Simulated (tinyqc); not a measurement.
# Fully depleted semiconductor-on-insulator film with two gates, non-linear Poisson equation by Newton steps: what changes with what

One dimension across the film, front interface at x = 0, back interface at x = ts. psi is counted from the intrinsic level, n = ni exp(psi/Vt) (source grounded), holes neglected, acceptors ionised. Gates act through Cox = eps0 eox/tox and Cbox = 3.9 eps0/tb with potentials G1 = Vg - (phiM - chi - Vt ln(Nc/ni)) and G2 = Vb - (phiB - chi - Vt ln(Nc/ni)). Classical Boltzmann densities, no interface charge, no depletion in the back plane.

Values chosen for this exercise; band and dielectric values close to those of silicon:
```
symbol    value   unit                                                                 meaning
T           300      K                                                             temperature
Eg         1.13     eV                                                                band gap
eps_r      11.7                                                          relative permittivity
Nc      2.79e19  cm^-3                                  conduction-band density of states at T
Nv      2.63e19  cm^-3                                     valence-band density of states at T
chi        4.07     eV                                                       electron affinity
eox        8.88         relative permittivity of the gate insulator (close to aluminium oxide)
tox         9.1     nm                                                     insulator thickness
ts           23     nm                                                          film thickness
tb           20     nm                                      buried-oxide thickness (eps_r 3.9)
Na         2e16  cm^-3                                            acceptor density of the film
phiM       4.54     eV                                         work function of the front gate
phiB       4.12     eV                                         work function of the back plane
Vb            0      V                                                       back-gate voltage
```

Constants: q = 1.602176634e-19 C, kB = 1.380649e-23 J/K, Vt = kB T/q, eps0 = 8.8541878128e-14 F/cm where lengths are in cm. Results are converted to the units shown.

Each table varies one quantity; the others keep the values above.

## Charge against front-gate voltage

ni = sqrt(Nc Nv) exp(-Eg/(2 Vt)), Eg in volts. The Poisson equation eps0 eps_r d2psi/dx2 = q (n + Na), with -eps0 eps_r dpsi/dx = Cox (G1 - psi) at x = 0 and eps0 eps_r dpsi/dx = Cbox (G2 - psi) at x = ts, is solved on 300 equal intervals with half boxes at both ends; N_inv is the trapezoid sum of n. Swing = ln 10/(d ln N_inv/dVg); the last column is (dN_inv/dVb)/(dN_inv/dVg).

Charge against front-gate voltage:

| Vg (V) | psi front (V) | psi back (V) | N_inv (cm^-2) | centroid/ts | swing (mV/decade) | q dN_inv/dVg over Cox | back/front leverage |
|---|---|---|---|---|---|---|---|
| -0.09 | 0.0637 | 0.183 | 4.92e6 | 0.797 | 87.4 | 2.40e-5 | 0.469 |
| 0.06 | 0.195 | 0.278 | 2.66e8 | 0.734 | 85.8 | 0.00132 | 0.437 |
| 0.21 | 0.324 | 0.369 | 1.41e10 | 0.641 | 93.6 | 0.0641 | 0.389 |
| 0.36 | 0.428 | 0.421 | 2.07e11 | 0.476 | 202 | 0.438 | 0.298 |
| 0.51 | 0.487 | 0.433 | 6.83e11 | 0.318 | 414 | 0.705 | 0.232 |
| 0.66 | 0.521 | 0.437 | 1.31e12 | 0.229 | 680 | 0.820 | 0.208 |
| 0.81 | 0.543 | 0.438 | 1.99e12 | 0.178 | 973 | 0.875 | 0.197 |
| 0.96 | 0.559 | 0.439 | 2.72e12 | 0.147 | 1.28e3 | 0.906 | 0.191 |
| 1.11 | 0.572 | 0.439 | 3.46e12 | 0.125 | 1.60e3 | 0.925 | 0.188 |

N_inv passes 1e11 cm^-2 at Vg = 0.306 V. The swing starts at 87.4 mV a decade, against (1 + k) Vt ln 10 = 68.1 for a front channel with k = Cs Cbox/(Cox (Cs + Cbox)) = 0.144, Cs = eps0 eps_r/ts; above threshold this column is no longer a subthreshold swing. The centroid falls from 0.797 to 0.125 of ts and the leverage of the back gate falls from 0.469 to 0.188. For Vg = 0.81, 0.96, 1.11 the density at an interface exceeds 0.3 Nc, where Boltzmann statistics fail. For Vg = 1.11 the classical centroid lies within 3 nm of an interface, where confinement, left out, would push it away.

## Threshold and coupling against the buried-oxide thickness

VT is the Vg for N_inv = 1e11 cm^-2; -dVT/dVb from the linearised equation. Limits with Cs = eps0 eps_r/ts: front channel Cs Cbox/(Cox (Cs + Cbox)), back channel Cbox (Cox + Cs)/(Cox Cs). Swing at N_inv = 1e8 cm^-2.

Threshold and coupling against the buried-oxide thickness:

| tb (nm) | VT (V) | centroid/ts at VT | -dVT/dVb | front-channel limit | back-channel limit | swing (mV/decade) |
|---|---|---|---|---|---|---|
| 6 | 0.232 | 0.719 | 1.15 | 0.292 | 1.94 | 158 |
| 9.9 | 0.272 | 0.636 | 0.680 | 0.228 | 1.18 | 117 |
| 16 | 0.297 | 0.570 | 0.418 | 0.169 | 0.729 | 93.6 |
| 27 | 0.315 | 0.516 | 0.249 | 0.115 | 0.432 | 78.6 |
| 45 | 0.327 | 0.481 | 0.150 | 0.0759 | 0.259 | 70.5 |
| 73 | 0.333 | 0.460 | 0.0931 | 0.0495 | 0.160 | 66.1 |
| 120 | 0.338 | 0.446 | 0.0569 | 0.0313 | 0.0972 | 63.5 |
| 200 | 0.341 | 0.437 | 0.0343 | 0.0192 | 0.0583 | 61.9 |

As tb goes from 6 to 200, VT rises from 0.232 to 0.341 V, the centroid falls from 0.719 to 0.437 of ts and -dVT/dVb falls from 1.15 to 0.0343. The coupling covers 51.6 % of the way from the front-channel to the back-channel limit in the first row and 38.5 % in the last.

tinyqc, about 0.6 s, one thread, Intel Xeon 2.30GHz (shared host): `OMP_NUM_THREADS=1 python tinyqc.py 2190107 2190108 out.jsonl`
